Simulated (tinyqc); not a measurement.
Worked calculation: single-domain magnet: Stoner-Wohlfarth switching, Neel-Arrhenius retention, LLG dynamics and spin torque. Computed by tinyqc, a small Python program that keeps every step. Command: `OMP_NUM_THREADS=1 python tinyqc.py 3000071 3000072 out.jsonl macro walk`. One thread of a shared host (Intel(R) Xeon(R) Processor @ 2.30GHz), about 0.02 s of CPU time with the checks. Intermediate numbers are printed to about 7 digits and carried at full precision; extremes and crossings named in words are read from the listed rows.

The moment is uniform, with unit vector m; z is the easy axis. mu_0 = 1.25663706212e-6 T m/A, gamma = 1.76085963023e11 rad/(s T).

Inputs (values chosen for the exercise, for a model magnet):

| quantity | value | unit |
|---|---|---|
| saturation magnetisation M_s | 793 | kA/m |
| diameter d | 9 | nm |
| aspect ratio p | 3.1 | - |
| bulk anisotropy K_u | 31 | kJ/m^3 |
| exchange stiffness A | 22 | pJ/m |
| temperature T | 300 | K |
| attempt frequency f0 | 10 | GHz |
| field angle psi from the easy axis | 70 | degrees |
| reversing field h = H/H_K | 0.07 | - |
| waiting time t_w | 1e-08 | s |
| damping alpha | 0.024 | - |
| spin-torque efficiency eta | 0.53 | - |
| drive I/I_c0 | 2.4 | - |
| time step times gamma mu_0 H_K | 0.1 | - |

Shape: prolate spheroid, easy axis along it.

Constants: k_B = 1.380649e-23 J/K; e = 1.602176634e-19 C; hbar = 1.054571817e-34 J s.

## Effective anisotropy

N_z = [p ln(p + sqrt(p^2 - 1))/sqrt(p^2 - 1) - 1]/(p^2 - 1); V = pi d^3 p/6; K_eff = K_u + K_shape, K_shape = -(mu_0 M_s^2/4)(3 N_z - 1); mu_0 H_K = 2 K_eff/M_s.

demagnetising factor N_z = 0.1044102

volume V = 1183.281 nm^3

K_shape = 135.6773 kJ/m^3

K_eff = 166.6773 kJ/m^3

anisotropy field mu_0 H_K = 0.4203715 T

Shape gives 81 % of K_eff.

## Retention at zero field

Delta = K_eff V/(k_B T); tau = exp(Delta)/f0; probability of a flip within t_w: P = 1 - exp(-t_w/tau). Wall width parameter sqrt(A/K_eff); a two-domain state costs 4 sqrt(A K_eff) times the cross-section that the wall cuts (pi d^2/4).

stability factor Delta = 47.61675

log10 of tau in s = 10.67969

probability of a flip = 2.090778e-19

wall parameter = 11.48876 nm

barrier of the wall path / k_B T = 117.6467

Ten years (3.15e8 s) need Delta > 42.6 for tau alone; this element has 47.6. Coherent rotation is the cheaper path.

## Barrier in a tilted field

Energy over K_eff V: e(theta) = sin^2(theta) + 2 h cos(theta - psi) for m at the angle theta from +z and a field that points at psi from -z (it pulls m away from +z towards negative theta); h_sw = (cos^(2/3) psi + sin^(2/3) psi)^(-3/2). The metastable minimum and the saddle are the two roots of e'(theta) = sin(2 theta) - 2 h sin(theta - psi) on either side of theta_c = -arctan(tan^(1/3) psi).

switching field h_sw = 0.5736493

minimum theta = -3.864419 degrees

saddle theta = -88.53148 degrees

barrier / (K_eff V) = 0.8256068

barrier / (k_B T) = 39.31271

The form (1 - h/h_sw)^n reproduces this barrier with n = 1.473; n is 2 for a field on the axis, and the approach to h_sw has the exponent 3/2 off the axis.

## Switching field against angle and time

Switching field at T: the h at which the exact barrier equals ln(f0 t_w/ln 2) k_B T (0 if the zero-field barrier is lower). Sharrock form: h_sw [1 - (ln(f0 t_w/ln 2)/Delta)^(1/n)], n = 0.86 + 1.14 h_sw.

Fields over H_K:

| psi (degrees) | h_sw at T = 0 | thermal, exact barrier | thermal, Sharrock form |
|---|---|---|---|
| 1 | 0.9070741 | 0.6519653 | 0.6319215 |
| 10 | 0.6738054 | 0.5188213 | 0.5055968 |
| 20 | 0.5736493 | 0.4483579 | 0.4446737 |
| 30 | 0.5240165 | 0.4119092 | 0.4128323 |
| 45 | 0.5000000 | 0.3939898 | 0.3970143 |
| 60 | 0.5240165 | 0.4119092 | 0.4128323 |
| 75 | 0.6146585 | 0.4777758 | 0.4701445 |
| 89 | 0.9070741 | 0.6519653 | 0.6319215 |

At T = 0 the field is least at 45 degrees, H_K/2, and symmetric about it. Thermal help lowers it to 72 % at 1 degree and 79 % at 45 degrees; the Sharrock form misses the exact barrier by at most about 0.020 H_K, at psi = 1 (and its mirror angle).

## Spin-transfer switching

For axial symmetry and a polariser along z: I_c0 = (4 e alpha/(hbar eta)) K_eff V; relaxation time tau_D = (1 + alpha^2)/(alpha gamma mu_0 H_K); thermal start angle theta_0 = 1/sqrt(2 Delta); switching time about tau_D ln(pi/(2 theta_0))/(I/I_c0 - 1); precession frequency gamma mu_0 H_K/(2 pi (1 + alpha^2)).

critical current I_c0 = 54.27426 microampere

Delta/I_c0 = 0.8773358 1/microampere

tau_D = 0.5632236 ns

switching time, estimate = 1.098185 ns

precession frequency = 11.77411 GHz

## One LLG step

In the time s = gamma mu_0 H_K t: (1 + alpha^2) dm/ds = -m x b - alpha m x (m x b) + a [m x (m x z) - alpha m x z], b = m_z z, a = alpha I/I_c0; Heun steps (Euler predictor, mean of the two slopes) without renormalising; start m = (sin theta_0, 0, cos theta_0), theta_0 = 1/sqrt(2 Delta).

m at the start: 0.1022927  0.0000000  0.9947543

first slope: 0.0034298  0.1018389  -0.0003527

predictor: 0.1026357  0.0101839  0.9947191

second slope: -0.0066970  0.1025182  -0.0003586

m after the step: 0.1021294  0.0102179  0.9947188

## Exact time to the equator

The polar equation dm_z/dt = -(1 - m_z^2)(i - m_z)/tau_D, i = I/I_c0, integrates to t = tau_D [F(cos theta_0) - F(0)], F(z) = -ln(1 - z)/(2 (i - 1)) + ln(1 + z)/(2 (i + 1)) + ln(i - z)/(i^2 - 1), theta_0 = 1/sqrt(2 Delta).

time to m_z = 0 = 1.049975 ns

The linear estimate is 1.05 times this.

## The trajectory

Run until m_z <= 0 (time by linear interpolation), |m|^2 leaves 1 by more than 1, or three exact times have passed; the run counts as sound if the time is within 3 % of the exact one.

Every few steps:

| step | t (ns) | m_x | m_y | m_z | \|m\| |
|---|---|---|---|---|---|
| 0 | 0.000000 | 0.1022927 | 0.0000000 | 0.9947543 | 1.000000 |
| 77 | 0.104024 | 0.0248461 | 0.1303535 | 0.9911692 | 1.000013 |
| 154 | 0.208048 | -0.1576022 | 0.0690841 | 0.9851178 | 1.000034 |
| 231 | 0.312071 | -0.1435529 | -0.1706364 | 0.9748913 | 1.000069 |
| 308 | 0.416095 | 0.1335416 | -0.2558579 | 0.9575751 | 1.000123 |
| 385 | 0.520119 | 0.3713518 | -0.0319154 | 0.9281659 | 1.000206 |
| 462 | 0.624143 | 0.3906508 | 0.2777484 | 0.8780051 | 1.000323 |
| 539 | 0.728167 | 0.4220262 | 0.4421433 | 0.7920407 | 1.000463 |
| 616 | 0.832190 | 0.7598481 | 0.0911502 | 0.6445913 | 1.000588 |
| 693 | 0.936214 | -0.4365558 | -0.8083188 | 0.3966498 | 1.000645 |
| 770 | 1.040238 | 0.9277329 | -0.3746549 | 0.0158335 | 1.000652 |
| 773 | 1.044291 | 0.9288124 | -0.3723052 | -0.0014059 | 1.000653 |

time to m_z = 0 by the steps = 1.043961 ns

largest drift of |m| = 6.525895e-04

The steps give 0.9943 of the exact time, with |m| kept to 6.5e-4.

Checks made by the program: the barrier at psi -> 0 against (1 - h)^2 (relative difference 2e-08); the closed form against quadrature (relative difference below 1e-10).
